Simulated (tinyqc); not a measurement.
Sheet resistance and Hall data of a diffused or implanted layer. From Hall mobility back to peak concentration N_0. Computed by tinyqc, a small Python program. Command: `OMP_NUM_THREADS=1 python tinyqc.py 3018637 3018638 out.jsonl layer inv`. One thread of a shared host (Intel(R) Xeon(R) Processor @ 2.30GHz), about 0.02 s of CPU time with the checks.

Carriers are taken equal to the net active doping down to the junction (full ionisation, which deep dopants in wide-gap hosts do not reach; no spill-over, no depletion), and the Hall factor is 1.

Inputs (values chosen for the exercise, modelled on arsenic in silicon):
```
quantity                                 value        unit
mu_min                                    49.7  cm^2/(V s)
mu_max                                    1390  cm^2/(V s)
N_ref                                    1e+17      1/cm^3
exponent alpha                            0.68           -
length scale l                              46          nm
background doping N_B (opposite type)  5.5e+14      1/cm^3
```

Profile: complementary error function. Activation: complete.

Constants: e = 1.602176634e-19 C.

Method:
- N(x) = N_0 erfc(x/l), dose N_0 l/sqrt(pi), junction x_j = l erfc^-1(N_B/N_0).
- Mobility mu = mu_min + (mu_max - mu_min)/(1 + (N_t/N_ref)^alpha), N_t = active doping + N_B; carriers n = active doping - N_B, all dopants active.
- Integrals from x_0 (0 unless stated) to x_j by the midpoint rule on 400 even intervals: 1/R_s = e int n mu dx; sheet density n_s = int n dx; Hall sheet density (int n mu dx)^2/int n mu^2 dx; Hall mobility int n mu^2 dx/int n mu dx.
- Mean conductivity 1/(R_s x_j); mean mobility 1/(e n_s R_s).

Question. A run gave the result below. Find the peak concentration N_0, known to lie between 1.2e+19 and 1.9e+19 1/cm^3.

Hall mobility = 170.7893 cm^2/(V s)

Answer.

Each step takes the trial c = (a f_b - b f_a)/(f_b - f_a), f being the result less the target and a, b, c the logarithms of the listed values; c replaces end b, the old b replaces a if the sign of f changed, and otherwise f_a is halved.

Scan of the range:
```
peak concentration N_0 (1/cm^3)  Hall mobility (cm^2/(V s))
1.20e+19                                            184.987
1.30e+19                                            179.463
1.40e+19                                            174.501
1.51e+19                                            169.587
1.63e+19                                            164.770
1.76e+19                                            160.085
1.90e+19                                            155.560
```

False position (Illinois rule, in the logarithm of the input) inside the bracket:
```
step        end a        end b        trial  Hall mobility (cm^2/(V s))
1     1.40000e+19  1.51000e+19  1.48232e+19                     170.775
2     1.40000e+19  1.48232e+19  1.48169e+19                     170.803
3     1.48232e+19  1.48169e+19  1.48200e+19                     170.789
4     1.48169e+19  1.48200e+19  1.48200e+19                     170.789
```

Hall mobility falls at every point of a 13-point scan of the range (every second point is shown), so one value fits; it is bracketed by 1.40e19 and 1.51e19. Answer: peak concentration N_0 = 1.482e19 1/cm^3.
